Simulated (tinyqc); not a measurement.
Charge pumping in an n-channel transistor: two steps of the calculation.

The gate is pulsed from accumulation to inversion and back. Energies E are counted from the intrinsic level; Dit(E) = D0 [1 + b (2 E/Eg)^2]. During each edge the traps near the bands emit their carriers, and those between Eh and Ee recombine once a cycle.

Values chosen for this exercise; band and dielectric values close to those of silicon: temperature T = 300 K; band gap Eg = 1.1 eV; conduction-band density of states at 300 K Nc = 2.79e19 cm^-3; valence-band density of states at 300 K Nv = 2.61e19 cm^-3; gate area A = 0.33 um^2; trap density at midgap D0 = 1.4e10 cm^-2 eV^-1; rise of the trap density towards the band edges b = 0; cross-section for electrons sn = 2.9e-16 cm^2; cross-section for holes sp = 1.3e-16 cm^2; thermal velocity at 300 K, one nominal value for electrons and holes vth = 1.4e7 cm/s; Vth - Vfb dV = 0.99 V; pulse height Va = 2.5 V; frequency f = 3.1e5 Hz; rise time tr = 35 ns; fall time tf = 450 ns.

Constants: q = 1.602176634e-19 C, kB = 1.380649e-23 J/K, Vt = kB T/q. Results are converted to the units shown.

Question 1. Emission levels. ni = sqrt(Nc Nv) exp(-Eg/(2 Vt)), Eg in volts; emission times te = (dV/Va) tf and th = (dV/Va) tr; Ee = -Vt ln(vth sn ni te), Eh = +Vt ln(vth sp ni th).

Wanted: ni; te; th; Ee; Eh.

Answer 1.

ni = 1.554e10 cm^-3
te = 178.2 ns
th = 13.86 ns
Ee = 0.2946 eV
Eh = -0.3814 eV

The window covers 61.5 % of the gap.

Question 2. Pumped charge and current. Nit = integral of Dit from Eh to Ee = D0 [Ee - Eh + 4 b (Ee^3 - Eh^3)/(3 Eg^2)], Qcp = q A Nit, Icp = f Qcp.

Ee = 0.29459852 eV
Eh = -0.38136419 eV

Give: Nit; mean Dit; traps pumped a cycle; Icp.

Answer 2.

Nit = 9.4635e9 cm^-2
mean Dit = 1.4000e10 cm^-2 eV^-1
traps pumped a cycle = 31.229
Icp = 1.5511 pA

Range of the model: The Fermi levels of inversion and accumulation are taken to lie beyond Ee and Eh, the flat tops to fill all traps, and no geometric current is added.

tinyqc, about 0.01 s, one thread, Intel Xeon 2.30GHz (shared host): `OMP_NUM_THREADS=1 python tinyqc.py 2030025 2030026 out.jsonl`
